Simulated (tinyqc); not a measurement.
Concentration-dependent dopant diffusion with charged defects and the built-in field: one step, computed by the program tinyqc.

A constant source C_s feeds a half space. The dopant moves through neutral point defects and through charged ones, whose number grows with the majority carrier density n.

Question. Intrinsic density and partial diffusivities. n_i = 3.87e16 T^1.5 exp(-7014/T) per cm^3 (T in kelvin, an empirical form); each D = prefactor x exp(-E/(k_B T)); the intrinsic diffusivity D_i is their sum. Temperatures in kelvin are T(C) + 273.15.

Inputs (values chosen for the exercise, modelled on arsenic in silicon): neutral prefactor D0x = 0.0107 cm^2/s; neutral activation energy E0 = 3.45 eV; singly charged prefactor D01 = 29 cm^2/s; activation energy E1 = 4.16 eV; temperature T = 1025 C.

Field enhancement: off.

Constants: k_B = 8.617333262e-05 eV/K.

Give: n_i; partial diffusivities; intrinsic diffusivity D_i.

Answer.

n_i = 8.150e+18 1/cm^3

partial diffusivities (cm^2/s): Dx 4.320e-16, D1 2.052e-15

intrinsic diffusivity D_i = 2.484e-15 cm^2/s
